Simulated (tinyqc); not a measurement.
Plane-wave Kohn-Sham cycle with exchange-only LDA in a layered model solid, step by step. Computed by tinyqc, a small Python program that keeps every step. Settings: points = 16, plane-wave index or count = 3, electrons = 4, k points = 1, area = 32.0, mixing = 0.1, iteration cap = 75. Command: `OMP_NUM_THREADS=1 python tinyqc.py 21069 21070 out.jsonl` (the two numbers bound the seeds that draw the settings). One thread of a shared host (Intel(R) Xeon(R) Processor @ 2.60GHz), about 0.03 s of CPU time with the checks.

A solid whose potential varies along x alone (atomic units):
```
parameter,value
period a,7.300000
cross-section of the cell,32.000000
electrons per cell,4
grid points,16
"plane waves -n..n, n",3
k points,1
V1 in V1 cos(2 pi x/a),-0.720000
```

Stop when sqrt(dV sum R^2) is below 1e-8, dV = a A/N.

Course of the cycle:
```
iteration,E (hartree),norm of the residual
1,-1.00234215,1.95e-01
2,-0.96168552,1.74e-01
3,-0.92973076,1.55e-01
4,-0.90471898,1.38e-01
5,-0.88521273,1.22e-01
6,-0.87005099,1.09e-01
7,-0.85830377,9.69e-02
8,-0.84923075,8.63e-02
9,-0.84224548,7.68e-02
10,-0.83688532,6.83e-02
11,-0.83278654,6.08e-02
...,...,...
65,-0.82073211,1.80e-04
66,-0.82073217,1.62e-04
67,-0.82073221,1.46e-04
68,-0.82073224,1.32e-04
69,-0.82073227,1.19e-04
70,-0.82073230,1.08e-04
71,-0.82073231,9.71e-05
72,-0.82073233,8.76e-05
73,-0.82073234,7.91e-05
74,-0.82073235,7.14e-05
75,-0.82073236,6.45e-05
```

Can the last value be used, and what does the course show?

Not by the stop rule, although the second column moves by less than 1e-07 over the last three steps. Not converged within 75 iterations: the residual falls steadily but slowly, by a factor of about 0.90 a step. Reruns (cap 100 unless said): mixing 0.5, Kerker q0 1.0: converged in 64 (E = -0.82073); mixing 0.3, Pulay depth 5: converged in 9 (E = -0.82073); the original settings with a cap of 400: converged in 161 (E = -0.82073).
